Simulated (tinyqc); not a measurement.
Wafer and channel orientation: ellipsoidal valleys in the axes of a wafer and a channel.

Valleys with axes a along [111], [1-1-1], [-11-1] and [-1-11], one whole valley each; inverse mass tensor w = 1/mt + (1/ml - 1/mt) a a. Device axes: z = nz/|nz|, x = nx/|nx|, y = z cross x; in them a = (ax, ay, az). Confinement mass mz = 1/w_zz. In the plane w_ij is replaced by u_ij = w_ij - w_iz w_jz/w_zz (i, j = x, y); density-of-states mass md = 1/sqrt(det u); conductivity mass along x mc = 1/u_xx; ballistic transport mass mx = u_yy/det u, width mass my = 1/u_yy.

Hard walls: E_n = c (n pi/t)^2/mz, c = hbar^2/2m0, n = 1, 2, 3. Non-degenerate share of a valley proportional to md sum_n exp(-E_n/kT); mean 1/mc = sum of share/mc. 1 nm = 10 angstrom.

Constants: hbar^2/2m0 = 3.80998211 eV angstrom^2; kB = 8.617333262e-05 eV/K.

Values chosen for the exercise (near those of the L valleys of Ge; the results hold for these values, not for the real material):
- ml = 1.563 m0 (longitudinal mass)
- mt = 0.08 m0 (transverse mass)
- t = 7.1 nm (thickness of the film)
- T = 300 K (temperature)

For each face/channel: the lowest ladder (mz, number of valleys, md, E1, share) and the mean conductivity mass over all valleys.

Results:
```
face/channel     mz  valleys     md  E1 (meV)  share  mean mc
(110)/[001]   0.218        2  0.214      34.3  0.858   0.3694
(001)/[110]   0.117        4  0.292      63.8  1.000   0.1489
(210)/[001]   0.186        2  0.232      40.2  0.809   0.2344
(100)/[011]   0.117        4  0.292      63.8  1.000   0.1489
(110)/[1-11]  0.218        2  0.214      34.3  0.858   0.1178
(113)/[1-10]  0.284        1  0.188      26.2  0.576   0.1126
(001)/[100]   0.117        4  0.292      63.8  1.000   0.1489
```

What can be read from this table?

The mean conductivity mass is lowest, 0.1126, for (113)/[1-10] and highest, 0.3694, for (110)/[001]; the bulk value is 0.1170. The confinement energy is lowest on the face with the heaviest mz ((113), 26 meV). The density of states of the lowest ladder, valleys times md, runs between 0.188 and 1.170; a small value limits the charge through the quantum capacitance.

tinyqc: `OMP_NUM_THREADS=1 python tinyqc.py 1880443 1880444 out.jsonl`; about 0.02 s, one thread, shared Intel(R) Xeon(R) Processor @ 2.30GHz.
